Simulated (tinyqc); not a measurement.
Inside a calculation. Method: CID on RHF in the sto-3g basis, frozen core, for BeH+, spin multiplicity 1. One step of it, computed by the program tinyqc.

Problem. CID: roots. Diagonalise (each vector has its largest component positive (the first on a tie)); all determinants have Ms = 0, so triplets appear too. The lowest singlet root is the correlation energy.

Occupation strings over the orbitals (2 doubly, a alpha, b beta, 0 empty; spin orbitals ordered 1a 1b 2a 2b ...): 220000 202000 20a00b 200200 200020 20b00a 200002

H - E(HF) between determinants (hartree), lower triangle:
```
           220000     202000     20a00b    200200    200020     20b00a    200002
220000   0.000000
202000   0.027240   0.813051
20a00b  -0.043730   0.129051   1.069723
200200   0.042969   0.053059  -0.016850  0.821705
200020   0.042969   0.053059  -0.016850  0.024249  0.821705
20b00a   0.043730  -0.129051  -0.044368  0.016850  0.016850   1.069723
200002   0.120887   0.044368   0.018844  0.027967  0.027967  -0.018844  1.671090
```

Give: lowest roots of this matrix, relative to E(HF); lowest vectors; <S^2> of these roots; weight of the ground state by excitation level 0, 1, 2, ....

Solution.

lowest roots of this matrix, relative to E(HF) (hartree): -0.017  0.685  0.797  0.890  1.025  1.199  1.687

lowest vectors:
```
        root 1  root 2  root 3  root 4
220000   0.993   0.023   0.000   0.076
202000  -0.037   0.804   0.000   0.419
20a00b   0.042  -0.265   0.000  -0.127
200200  -0.043  -0.326   0.707   0.625
200020  -0.043  -0.326  -0.707   0.625
20b00a  -0.042   0.265   0.000   0.127
200002  -0.070  -0.010   0.000  -0.074
```

<S^2> of these roots: 0.000  0.000  0.000  0.000  2.000  0.000  0.000

weight of the ground state by excitation level 0, 1, 2, ...: 0.986  0.000  0.014
